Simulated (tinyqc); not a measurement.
# Abrupt p-n junction, non-linear Poisson equation by Newton steps, step by step

Computed by the program tinyqc: `OMP_NUM_THREADS=1 python tinyqc.py 2000070 2000071 out.jsonl`, one thread of a shared Intel Xeon 2.30GHz, about 0.02 s for the whole run. Printed values are rounded; ~0 in a residual or rate marks an entry under 1e-11 of the largest of its column.

One dimension, p side on the left, n side on the right; net doping C = -Na for x < 0 and +Nd for x > 0. The potential psi is counted from the intrinsic level, and the quasi-Fermi potentials are flat: 0 for holes and -V for electrons, so n = ni exp((psi + V)/Vt) and p = ni exp(-psi/Vt) (Boltzmann statistics, full ionisation, no current).

Inputs (values chosen for the exercise); band and dielectric values close to those of indium phosphide:
```
symbol,value,unit,meaning
T,300,K,temperature
Eg,1.33,eV,band gap
eps_r,12.5,,relative permittivity
Nc,5.63e17,cm^-3,conduction-band density of states at T
Nv,1.08e19,cm^-3,valence-band density of states at T
Na,4.7e17,cm^-3,acceptor density of the p side
Nd,9.5e15,cm^-3,donor density of the n side
V,0,V,bias of the p side against the n side
```

Constants: q = 1.602176634e-19 C, kB = 1.380649e-23 J/K, Vt = kB T/q, eps0 = 8.8541878128e-14 F/cm where lengths are in cm. Results are converted to the units shown.

## Intrinsic density, end potentials and Debye lengths

ni = sqrt(Nc Nv) exp(-Eg/(2 Vt)), Eg in volts; psi_p = -Vt ln(Na/ni), psi_n = Vt ln(Nd/ni) - V; Debye length sqrt(eps0 eps_r Vt/(q N)).

ni = 1.66134e7 cm^-3
psi_p = -0.622149 V
psi_n = 0.521289 V
Debye length, p side = 6.16414 nm
Debye length, n side = 43.3570 nm

## Net doping on the mesh

| node | x (nm) |
|---|---|
| 0 | -55.4 |
| 1 | -41.6 |
| 2 | -29.8 |
| 3 | -19.6 |
| 4 | -10.8 |
| 5 | -3.25 |
| 6 | 3.25 |
| 7 | 19 |
| 8 | 57 |
| 9 | 149 |
| 10 | 371 |
| 11 | 909 |

C = -Na for x < 0 and +Nd for x > 0, taken at the nodes.

| node | net doping C (cm^-3) |
|---|---|
| 0 | -4.7e17 |
| 1 | -4.7e17 |
| 2 | -4.7e17 |
| 3 | -4.7e17 |
| 4 | -4.7e17 |
| 5 | -4.7e17 |
| 6 | 9.5e15 |
| 7 | 9.5e15 |
| 8 | 9.5e15 |
| 9 | 9.5e15 |
| 10 | 9.5e15 |
| 11 | 9.5e15 |

## Couplings between neighbouring nodes

a_i = eps0 eps_r/h_i for the interval from node i to i + 1, with h_i = x_(i+1) - x_i in cm.

| interval | coupling a_i (F/cm^2) |
|---|---|
| 0 | 8.02010e-7 |
| 1 | 9.37944e-7 |
| 2 | 1.08507e-6 |
| 3 | 1.25770e-6 |
| 4 | 1.46593e-6 |
| 5 | 1.70273e-6 |
| 6 | 7.02713e-7 |
| 7 | 2.91256e-7 |
| 8 | 1.20301e-7 |
| 9 | 4.98547e-8 |
| 10 | 2.05720e-8 |

## Starting potential

The parabolas of an abrupt Na-Nd junction in the depletion approximation: psi_p + q Na (x + xp)^2/(2 eps0 eps_r) for -xp < x < 0, psi_n - q Nd (xn - x)^2/(2 eps0 eps_r) for 0 < x < xn, flat outside, with W = sqrt(2 eps0 eps_r (psi_n - psi_p)(1/Na + 1/Nd)/q), xp = W Nd/(Na + Nd), xn = W Na/(Na + Nd), psi_p = -Vt ln(Na/ni), psi_n = Vt ln(Nd/ni) - V.

| node | psi at the start (V) |
|---|---|
| 0 | -0.622149 |
| 1 | -0.622149 |
| 2 | -0.622149 |
| 3 | -0.622149 |
| 4 | -0.622149 |
| 5 | -0.613946 |
| 6 | -0.581523 |
| 7 | -0.496486 |
| 8 | -0.305361 |
| 9 | 0.075123 |
| 10 | 0.513924 |
| 11 | 0.521289 |

## Iteration 1: densities, residual and Jacobian diagonal

n_i = ni exp((psi_i + V)/Vt), p_i = ni exp(-psi_i/Vt), rho_i = p_i - n_i + C_i, g_i = (n_i + p_i)/Vt. Box widths w_i = (h_(i-1) + h_i)/2 in cm. Residual F_i = a_i (psi_(i+1) - psi_i) - a_(i-1) (psi_i - psi_(i-1)) + q rho_i w_i; Jacobian: a_(i-1) and a_i beside the diagonal, b_i = -a_(i-1) - a_i - q g_i w_i on it. The two end nodes are fixed.

| node | n (cm^-3) | p (cm^-3) |
|---|---|---|
| 0 | 5.87243e-4 | 4.7e17 |
| 1 | 5.87243e-4 | 4.7e17 |
| 2 | 5.87243e-4 | 4.7e17 |
| 3 | 5.87243e-4 | 4.7e17 |
| 4 | 5.87243e-4 | 4.7e17 |
| 5 | 8.06526e-4 | 3.42213e17 |
| 6 | 0.00282687 | 9.76359e16 |
| 7 | 0.0758346 | 3.63955e15 |
| 8 | 123.202 | 2.24026e12 |
| 9 | 3.03713e8 | 9.08767e5 |
| 10 | 7.14494e15 | 0.0386293 |
| 11 | 9.5e15 | 0.0290531 |

| node | residual F (C/cm^2) | diagonal b (F/cm^2) |
|---|---|---|
| 1 | ~0 | -5.46837e-6 |
| 2 | ~0 | -5.22712e-6 |
| 3 | ~0 | -5.10995e-6 |
| 4 | 1.20247e-8 | -5.10486e-6 |
| 5 | 2.88006e-8 | -4.65856e-6 |
| 6 | 2.36448e-8 | -3.07861e-6 |
| 7 | 1.56714e-9 | -1.05459e-6 |
| 8 | 2.33304e-12 | -4.11648e-7 |
| 9 | -7.61678e-16 | -1.70156e-7 |
| 10 | -7.38650e-9 | -1.75309e-6 |

## Iteration 1: Newton step

Solve the tridiagonal system a_(i-1) d_(i-1) + b_i d_i + a_i d_(i+1) = -F_i for nodes 1 to 10, with d = 0 on fixed nodes. If the largest |d| exceeds 4 Vt, the whole step is scaled down so that it equals 4 Vt.

| node | Newton step d, before damping (V) |
|---|---|
| 1 | 0.0000715 |
| 2 | 0.0004171 |
| 3 | 0.0019474 |
| 4 | 0.0075523 |
| 5 | 0.0164262 |
| 6 | 0.0215246 |
| 7 | 0.0208504 |
| 8 | 0.0181827 |
| 9 | 0.0117184 |
| 10 | -0.0038802 |

| node | psi after iteration 1 (V) |
|---|---|
| 0 | -0.622149 |
| 1 | -0.622077 |
| 2 | -0.621732 |
| 3 | -0.620201 |
| 4 | -0.614597 |
| 5 | -0.597520 |
| 6 | -0.559998 |
| 7 | -0.475635 |
| 8 | -0.287178 |
| 9 | 0.086841 |
| 10 | 0.510044 |
| 11 | 0.521289 |

## Iteration 2: densities, residual and Jacobian diagonal

As before.

| node | n (cm^-3) | p (cm^-3) |
|---|---|---|
| 0 | 5.87243e-4 | 4.7e17 |
| 1 | 5.88870e-4 | 4.68701e17 |
| 2 | 5.96794e-4 | 4.62478e17 |
| 3 | 6.33188e-4 | 4.35896e17 |
| 4 | 7.86486e-4 | 3.50933e17 |
| 5 | 0.00152253 | 1.81280e17 |
| 6 | 0.00649985 | 4.24631e16 |
| 7 | 0.169879 | 1.62471e15 |
| 8 | 248.928 | 1.10877e12 |
| 9 | 4.77886e8 | 5.77553e5 |
| 10 | 6.14914e15 | 0.0448850 |
| 11 | 9.5e15 | 0.0290531 |

| node | residual F (C/cm^2) | diagonal b (F/cm^2) |
|---|---|---|
| 1 | 3.68715e-13 | -5.45806e-6 |
| 2 | 1.07227e-11 | -5.17584e-6 |
| 3 | 1.97963e-10 | -4.90916e-6 |
| 4 | 2.38870e-9 | -4.50161e-6 |
| 5 | 6.35995e-9 | -3.95790e-6 |
| 6 | 4.65565e-9 | -2.69821e-6 |
| 7 | 3.96383e-10 | -1.02103e-6 |
| 8 | 4.62570e-13 | -4.11602e-7 |
| 9 | -9.16180e-17 | -1.70156e-7 |
| 10 | -4.66354e-10 | -1.51858e-6 |

## Iteration 2: Newton step

As before.

| node | Newton step d, before damping (1e-3 V) |
|---|---|
| 1 | 0.02769 |
| 2 | 0.16075 |
| 3 | 0.73296 |
| 4 | 2.56487 |
| 5 | 5.61795 |
| 6 | 7.11529 |
| 7 | 7.08267 |
| 8 | 6.30109 |
| 9 | 4.40732 |
| 10 | -0.16241 |

| node | psi after iteration 2 (V) |
|---|---|
| 0 | -0.622149 |
| 1 | -0.622050 |
| 2 | -0.621571 |
| 3 | -0.619468 |
| 4 | -0.612032 |
| 5 | -0.591902 |
| 6 | -0.552883 |
| 7 | -0.468552 |
| 8 | -0.280877 |
| 9 | 0.091248 |
| 10 | 0.509881 |
| 11 | 0.521289 |

## Iteration 3: densities, residual and Jacobian diagonal

As before.

| node | n (cm^-3) | p (cm^-3) |
|---|---|---|
| 0 | 5.87243e-4 | 4.7e17 |
| 1 | 5.89501e-4 | 4.68199e17 |
| 2 | 6.00516e-4 | 4.59611e17 |
| 3 | 6.51397e-4 | 4.23711e17 |
| 4 | 8.68518e-4 | 3.17787e17 |
| 5 | 0.00189210 | 1.45872e17 |
| 6 | 0.00855924 | 3.22463e16 |
| 7 | 0.223420 | 1.23536e15 |
| 8 | 317.635 | 8.68936e11 |
| 9 | 5.66714e8 | 4.87025e5 |
| 10 | 6.11063e15 | 0.0451678 |
| 11 | 9.5e15 | 0.0290531 |

| node | residual F (C/cm^2) | diagonal b (F/cm^2) |
|---|---|---|
| 1 | 5.51233e-14 | -5.45408e-6 |
| 2 | 1.57243e-12 | -5.15630e-6 |
| 3 | 2.64158e-11 | -4.83742e-6 |
| 4 | 2.18922e-10 | -4.33368e-6 |
| 5 | 4.48692e-10 | -3.80374e-6 |
| 6 | 2.62089e-10 | -2.62777e-6 |
| 7 | 2.40129e-11 | -1.01455e-6 |
| 8 | 3.16739e-14 | -4.11593e-7 |
| 9 | -1.84855e-17 | -1.70156e-7 |
| 10 | -7.37210e-13 | -1.50951e-6 |

## Iteration 3: Newton step

As before.

| node | Newton step d, before damping (1e-4 V) |
|---|---|
| 1 | 0.02485 |
| 2 | 0.14389 |
| 3 | 0.64782 |
| 4 | 2.15752 |
| 5 | 4.32900 |
| 6 | 5.17800 |
| 7 | 5.14378 |
| 8 | 4.60014 |
| 9 | 3.28266 |
| 10 | 0.10353 |

| node | psi after iteration 3 (V) |
|---|---|
| 0 | -0.622149 |
| 1 | -0.622047 |
| 2 | -0.621557 |
| 3 | -0.619404 |
| 4 | -0.611816 |
| 5 | -0.591469 |
| 6 | -0.552365 |
| 7 | -0.468038 |
| 8 | -0.280417 |
| 9 | 0.091577 |
| 10 | 0.509892 |
| 11 | 0.521289 |

## Course of the Newton iteration

Stop when the largest undamped |d| is below 1e-9 V, or after 80 iterations.

Course of the iteration:

| iteration | largest \|F\| (C/cm^2) | largest \|d\| (V) | at node |
|---|---|---|---|
| 1 | 2.88e-8 | 0.0215 | 6 |
| 2 | 6.36e-9 | 7.12e-3 | 6 |
| 3 | 4.49e-10 | 5.18e-4 | 6 |
| 4 | 2.29e-12 | 2.54e-6 | 6 |
| 5 | 5.85e-17 | 6.39e-11 | 6 |

Converged in 5 iterations. Once the step is below 0.1 Vt, 2 more iteration(s) reach the threshold: near the solution the error is roughly squared each time.

## Converged densities, field and charge

| node | converged psi (V) |
|---|---|
| 0 | -0.622149 |
| 1 | -0.622047 |
| 2 | -0.621557 |
| 3 | -0.619403 |
| 4 | -0.611815 |
| 5 | -0.591467 |
| 6 | -0.552362 |
| 7 | -0.468036 |
| 8 | -0.280415 |
| 9 | 0.091578 |
| 10 | 0.509892 |
| 11 | 0.521289 |

n and p as above; field E_i = -(psi_(i+1) - psi_i)/h_i on each interval; charge on either side of the peak Q = eps0 eps_r |E|max (Gauss).

| node | n (cm^-3) | p (cm^-3) |
|---|---|---|
| 0 | 5.87243e-4 | 4.7e17 |
| 1 | 5.89558e-4 | 4.68154e17 |
| 2 | 6.00853e-4 | 4.59354e17 |
| 3 | 6.53041e-4 | 4.22645e17 |
| 4 | 8.75837e-4 | 3.15132e17 |
| 5 | 0.00192421 | 1.43438e17 |
| 6 | 0.00873326 | 3.16038e16 |
| 7 | 0.227932 | 1.21090e15 |
| 8 | 323.365 | 8.53537e11 |
| 9 | 5.73991e8 | 4.80851e5 |
| 10 | 6.11309e15 | 0.0451497 |
| 11 | 9.5e15 | 0.0290531 |

| interval | field E (kV/cm) |
|---|---|
| 0 | -0.0737 |
| 1 | -0.4157 |
| 2 | -2.1110 |
| 3 | -8.6234 |
| 4 | -26.9509 |
| 5 | -60.1605 |
| 6 | -53.5409 |
| 7 | -49.3738 |
| 8 | -40.4341 |
| 9 | -18.8429 |
| 10 | -0.2118 |

peak |E| = 60.1605 kV/cm
charge Q = 66.5840 nC/cm^2

## Check against the exact first integral and the depletion approximation

ni = sqrt(Nc Nv) exp(-Eg/(2 Vt)), Eg in volts. Exact first integral for an abrupt junction with thick neutral sides: psi_p = -Vt ln(Na/ni), psi_n = Vt ln(Nd/ni) - V, psi_j = (Nd psi_n + Na psi_p - Vt (Nd - Na))/(Na + Nd) at the junction, n_j = ni exp((psi_j + V)/Vt), p_j = ni exp(-psi_j/Vt), and E_j^2 = (2 q/(eps0 eps_r)) [Nd (psi_n - psi_j - Vt) + Vt (n_j + p_j)] (minority densities of the neutral sides neglected). Depletion approximation: Vbi = Vt ln(Na Nd/ni^2), W = sqrt(2 eps0 eps_r (Vbi - V)(1/Na + 1/Nd)/q), xp = W Nd/(Na + Nd), xn = W Na/(Na + Nd), peak field 2 (Vbi - V)/W, capacitance eps0 eps_r/W.

psi_j = -0.574667 V
exact field at the junction = 59.1931 kV/cm
Vbi = 1.14344 V
W = 411.888 nm
peak field in the depletion approximation = 55.5218 kV/cm

The depletion approximation gives a peak field 6.2 % below the exact one, since carriers spilling over from the heavily doped side add charge next to the junction. The 12-node mesh above gave 60.16 kV/cm on the interval that holds the junction, 1.6 % above the exact value.
